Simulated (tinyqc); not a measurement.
Abrupt p-n junction, non-linear Poisson equation by Newton steps: starts and damping rules compared.

One dimension, p side on the left, n side on the right; net doping C = -Na for x < 0 and +Nd for x > 0. The potential psi is counted from the intrinsic level, and the quasi-Fermi potentials are flat: 0 for holes and -V for electrons, so n = ni exp((psi + V)/Vt) and p = ni exp(-psi/Vt) (Boltzmann statistics, full ionisation, no current). Under reverse bias this makes the minority densities vanishingly small everywhere; they play no part in the charge.

a_i = eps0 eps_r/h_i for the interval from node i to i + 1, with h_i = x_(i+1) - x_i in cm.

n_i = ni exp((psi_i + V)/Vt), p_i = ni exp(-psi_i/Vt), rho_i = p_i - n_i + C_i, g_i = (n_i + p_i)/Vt. Box widths w_i = (h_(i-1) + h_i)/2 in cm. Residual F_i = a_i (psi_(i+1) - psi_i) - a_(i-1) (psi_i - psi_(i-1)) + q rho_i w_i; Jacobian: a_(i-1) and a_i beside the diagonal, b_i = -a_(i-1) - a_i - q g_i w_i on it. The two end nodes are fixed.

Iterations until the largest undamped |d| is below 1e-9 V (the last, tiny step is counted), with a cap of 100; "overflow" would mean that an exponential left the range of double precision. Starts:
- neutral: psi_p = -Vt ln(Na/ni) on nodes with x < 0 and psi_n = Vt ln(Nd/ni) - V on the others.
- depletion: The parabolas of an abrupt Na-Nd junction in the depletion approximation: psi_p + q Na (x + xp)^2/(2 eps0 eps_r) for -xp < x < 0, psi_n - q Nd (xn - x)^2/(2 eps0 eps_r) for 0 < x < xn, flat outside, with W = sqrt(2 eps0 eps_r (psi_n - psi_p)(1/Na + 1/Nd)/q), xp = W Nd/(Na + Nd), xn = W Na/(Na + Nd), psi_p = -Vt ln(Na/ni), psi_n = Vt ln(Nd/ni) - V.
- linear: A straight line in x from psi_p = -Vt ln(Na/ni) at the first node to psi_n = Vt ln(Nd/ni) - V at the last.

Rules for the step d, which solves the tridiagonal system a_(i-1) d_(i-1) + b_i d_i + a_i d_(i+1) = -F_i:
- full Newton steps: the full step is added.
- logarithmic damping: each component d is damped to sign(d) Vt ln(1 + |d|/Vt) before it is added.
- steps capped at 4 Vt: if the largest |d| exceeds 4 Vt, the whole step is scaled down so that it equals 4 Vt.
- halved steps: half of the step is added while the largest |d| exceeds 1.5 Vt, the full step after that.

Inputs (values chosen for the exercise); band and dielectric values those of a made-up semiconductor: temperature T = 300 K; band gap Eg = 1.18 eV; relative permittivity eps_r = 9.75; conduction-band density of states at T Nc = 5.4e17 cm^-3; valence-band density of states at T Nv = 1.14e19 cm^-3; acceptor density of the p side Na = 4.8e17 cm^-3; donor density of the n side Nd = 3.9e15 cm^-3; bias of the p side against the n side V = -2.4 V.

Constants: q = 1.602176634e-19 C, kB = 1.380649e-23 J/K, Vt = kB T/q, eps0 = 8.8541878128e-14 F/cm where lengths are in cm. Results are converted to the units shown.

| node | x (nm) | net doping C (cm^-3) |
|---|---|---|
| 0 | -49.4 | -4.8e17 |
| 1 | -38.9 | -4.8e17 |
| 2 | -29.7 | -4.8e17 |
| 3 | -21.5 | -4.8e17 |
| 4 | -14.3 | -4.8e17 |
| 5 | -8.01 | -4.8e17 |
| 6 | -2.45 | -4.8e17 |
| 7 | 2.45 | 3.9e15 |
| 8 | 14.5 | 3.9e15 |
| 9 | 44.4 | 3.9e15 |
| 10 | 118 | 3.9e15 |
| 11 | 300 | 3.9e15 |
| 12 | 750 | 3.9e15 |
| 13 | 1860 | 3.9e15 |

ni = 3.04148e8 cm^-3

Iterations needed:

|  | full Newton steps | logarithmic damping | steps capped at 4 Vt | halved steps |
|---|---|---|---|---|
| neutral | 8 | 40 | 36 | 12 |
| depletion | 39 | 7 | 8 | 20 |
| linear | 45 | 27 | 25 | 20 |

What do the numbers show?

The fewest iterations, 7, are needed by logarithmic damping from the depletion start. Every pairing converges. Lowest count for the worst start: halved steps, at most 20 iterations.

Numbers from tinyqc (`OMP_NUM_THREADS=1 python tinyqc.py 2000071 2000072 out.jsonl`; about 0.03 s on one thread of a shared Intel Xeon 2.30GHz).
